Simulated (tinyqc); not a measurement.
Charge-trap memory cell: two steps of the calculation.

Channel, tunnel oxide, storage layer, blocking layer, gate. N electrons per area sit in a sheet at the centroid and shift the threshold by U = (q/eps0) N (tb/eb + xc tn/en). EOT = t1 + 3.9 (tn/en + tb/eb); tunnel field F = (Vg - U)/EOT; dN/dt = eta (J/q)(1 - N/Nm). Fowler-Nordheim: J = A F^2 exp(-B/F), A = q^2/(16 pi^2 hbar mo phi) (times 1e14 for A/cm^2 with F in V/nm, emitter mass m0), B = (4/3) sqrt(mo/C) phi^1.5, C = hbar^2/(2 m0).

Parameters, values chosen for the exercise; oxide values close to those of silicon dioxide, storage layer close to silicon nitride, blocking layer close to aluminium oxide:
- phi = 3.15 eV (tunnel barrier)
- mo = 0.47 m0 (tunnelling mass)
- t1 = 4.8 nm (tunnel oxide (permittivity 3.9))
- tn = 8.7 nm (storage layer)
- en = 7.5 (its relative permittivity)
- tb = 10.9 nm (blocking layer)
- eb = 9 (its relative permittivity)
- xc = 0.42 (charge centroid, share of tn counted from the blocking side)
- eta = 0.34 (capture efficiency of an empty layer)
- Nm = 1.4e13 cm^-2 (trap density)
- T = 358 K (storage temperature)
- E1 = 0.92 eV (shallowest trap depth)
- E2 = 1.79 eV (deepest trap depth)
- nu = 1e13 1/s (attempt frequency)
- Vg = 18 V (gate voltage less flat band and surface potential)

Constants: q = 1.602176634e-19 C, kB = 1.380649e-23 J/K, hbar = 1.054571817e-34 J s, m0 = 9.1093837015e-31 kg, Vt = kB T/q, eps0 = 8.8541878128e-14 F/cm where lengths are in cm, hbar^2/(2 m0) = 0.0380998212 eV nm^2. Results are converted to the units shown.

Task 1. Constants of the stack. EOT, the shift for 1e12 electrons per cm^2, the shift with all traps full, and the starting field, current and rate.

Wanted: EOT; shift for 1e12 cm^-2; shift with all traps full; F(0); J(0); dN/dt at the start.

Result 1.

EOT = 14.047 nm
shift for 1e12 cm^-2 = 0.30731 V
shift with all traps full = 4.3024 V
F(0) = 1.2814 V/nm
J(0) = 0.22873 A/cm^2
dN/dt at the start = 4.8538e17 cm^-2 s^-1

Task 2. Retention after ten years. Retention: filled traps are spread evenly in depth from E1 to E2, and each empties at the rate nu exp(-E/kB T). The share left is the mean of exp(-nu t exp(-E/kB T)) = [kB T/(E2 - E1)] [E1x(nu t exp(-E2/kB T)) - E1x(nu t exp(-E1/kB T))], E1x the exponential integral; traps shallower than about Ed = kB T ln(nu t) are empty. t = 3.15576e8 s.

Give: Ed; share left; loss a decade while Ed lies between E1 and E2, kB T ln 10/(E2 - E1).

Result 2.

Ed = 1.527 eV
share left = 0.2816
loss a decade while Ed lies between E1 and E2, kB T ln 10/(E2 - E1) = 0.08165

Range of the model: The Fowler-Nordheim form needs F t1 above phi; trap-assisted paths and leakage through the blocking layer are left out.

Program tinyqc, `OMP_NUM_THREADS=1 python tinyqc.py 2130022 2130023 out.jsonl`; Intel Xeon 2.30GHz, shared host, one thread, about 0.03 s.
